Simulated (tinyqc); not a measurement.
Programming of a floating-gate cell by Fowler-Nordheim tunnelling: programming by a staircase of pulses.

Per tunnel area the floating gate has Ctun = 3.9 eps0/tox to the channel (0 V) and Ccg to the control gate, Ct = Ctun/(1 - ag), no other coupling. With the threshold shift U = -Q/Ccg the field is F = ag (Vg - U)/tox, and dU/dt = J/Ccg. Fowler-Nordheim: J = A F^2 exp(-B/F), A = q^2/(16 pi^2 hbar mo phi) (times 1e14 for A/cm^2 with F in V/nm, emitter mass m0), B = (4/3) sqrt(mo/C) phi^1.5, C = hbar^2/(2 m0).

Pulse i = 1, 2, ... has the height 8 V + (i - 1) 0.2 V and lasts 190 us; each starts from the U that the last one left. Exact: exp(B/F(t)) = exp(B/F(0)) + K t, K = A B ag/(Ccg tox), and U = Vg - tox F/ag.

Inputs (values chosen for the exercise); oxide values close to those of silicon dioxide: tunnel barrier phi = 3.01 eV; tunnelling mass mo = 0.5 m0; tunnel oxide thickness tox = 8.2 nm; coupling ratio Ccg/Ct ag = 0.71; threshold shift at the start Vt0 = -2.9 V.

Constants: q = 1.602176634e-19 C, hbar = 1.054571817e-34 J s, m0 = 9.1093837015e-31 kg, eps0 = 8.8541878128e-14 F/cm where lengths are in cm, hbar^2/(2 m0) = 0.0380998212 eV nm^2. Results are converted to the units shown.

Results:
```
N,last pulse (V),U (V),gain of the last pulse (V),F at its end (V/nm)
1,8.0000,-2.8606,0.039416,0.94037
2,8.2000,-2.8021,0.058435,0.95263
3,8.4000,-2.7208,0.081319,0.96290
4,8.6000,-2.6149,0.10591,0.97105
6,9.0000,-2.3358,0.14968,0.98151
11,10.000,-1.4236,0.19396,0.98911
14,10.600,-0.83127,0.19851,0.98978
18,11.400,-0.033376,0.19977,0.98996
```

Estimate the missing row, N = 8.

Computed row:
```
N,last pulse (V),U (V),gain of the last pulse (V),F at its end (V/nm)
8,9.4000,-1.9931,0.17711,0.98648
```

With this row back in the table: The gain of a pulse rises from 0.0394 to 0.200 V and settles at the step of 0.2 V: the field at the end of a pulse becomes steady, 0.990 V/nm, so U follows the gate one to one whatever it started from. It is within 5 % of the step from pulse 11 on among the rows.

Range of the model: Programming fields of 10 MV/cm and more wear the oxide; trapping and the channel potential are ignored.

tinyqc, about 0.01 s, one thread, Intel Xeon 2.30GHz (shared host): `OMP_NUM_THREADS=1 python tinyqc.py 2130109 2130110 out.jsonl`
